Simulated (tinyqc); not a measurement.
Deep level as a short-range spherical well: one step. Peak of the photo-ionisation cross-section.

Lucovsky model (delta well, plane-wave final states, no local-field factor): sigma = (32 pi alpha c/(3 n_r m Et)) (x - 1)^(3/2)/x^3, x = h nu/Et, c = hbar^2/2m0; 1 angstrom^2 = 1e-16 cm^2.

Constants: hbar^2/2m0 = 3.80998211 eV angstrom^2; fine-structure constant alpha = 0.007297352564; hc = 1239.841984 eV nm.

Inputs chosen for the exercise (out of a larger set: near those of Si; not measured data): m = 0.248 m0 (mass); n_r = 3.46 (refractive index).

Et = 0.362409 eV

Task: The maximum lies at x = 2. Give the photon energy, its wavelength and sigma there.

Give: h nu; wavelength; sigma.

Result:

h nu = 0.725 eV
wavelength = 1711 nm
sigma = 37.4 x 1e-18 cm^2

With 51 % of the state outside the well the delta-well form is only a rough model of this centre.

Run: tinyqc, `OMP_NUM_THREADS=1 python tinyqc.py 1282195 1282196 out.jsonl`; Intel(R) Xeon(R) Processor @ 2.30GHz, one thread, shared host; about 0.01 s of CPU time with all checks.
